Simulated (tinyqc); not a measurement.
Changing the contact angle on the substrate theta: capillary instabilities by surface diffusion: grooving and agglomeration of films, edge retraction, wire break-up and smoothing of roughness. Computed by tinyqc, a small Python program. Command: `OMP_NUM_THREADS=1 python tinyqc.py 3022477 3022478 out.jsonl dewet sweep`. One thread of a shared host (Intel(R) Xeon(R) Processor @ 2.30GHz), about 0.01 s of CPU time with the checks.

Isotropic surface energy; shapes change by surface diffusion alone.

Inputs (values chosen for the exercise, of the order of those of a cobalt film): surface energy gamma_s = 2.32 J/m^2; atomic volume Omega = 11.1 angstrom^3; surface sites nu = 7.4 1/nm^2; prefactor D0 = 1.5e-05 m^2/s; activation energy Q = 1.53 eV; temperature T = 1159 K; time t = 670 s; film thickness h = 25 nm.

Constants: k_B = 8.617333262e-05 eV/K; k_B = 1.380649e-23 J/K.

Method. B = D_s nu gamma_s Omega^2/(k_B T), D_s = D0 exp(-Q/(k_B T)). A rim shaped as a circular segment with contact angle theta holds the area h x; its radius r obeys r^2 (theta - sin theta cos theta) = h x. To advance, the edge must carry a strip of the rim height H = r (1 - cos theta) over the rim, driven by the curvature 1/r over the distance r theta (the scaling argument of Brandon and Bradshaw): H dx/dt = B/(theta r^2) gives x^(5/2) = (5/2) B t c^(3/2)/(theta (1 - cos theta) h^(3/2)), c = theta - sin theta cos theta.

One run for each value:
```
contact angle on the substrate theta (degrees)  retraction x (nm)  rim height H (nm)
30.0                                                       350.25              41.65
48.6                                                       450.06              60.54
67.1                                                       516.02              76.97
85.7                                                       554.24              91.34
123.0                                                      561.88             113.46
141.0                                                      542.14             120.46
160.0                                                      514.09             124.61
```

Give the missing row, contact angle on the substrate theta (degrees) = 104.0.

Computed row:
```
contact angle on the substrate theta (degrees)  retraction x (nm)  rim height H (nm)
104.0                                                      568.04             103.37
```

Interpolating between the two neighbouring rows (the first column on a logarithmic scale, the others too where they are positive) misses most in retraction x (nm), by 1.7 %. Over the rows, retraction x (nm) goes from 350 through a maximum among these rows, 568 at 104, to 514; rim height H (nm) rises from 41.7 to 125 (exponent d ln y / d ln x 0.78 between the first rows and 0.27 between the last).

Extremes, crossings and ranges named in words are read from the listed rows.
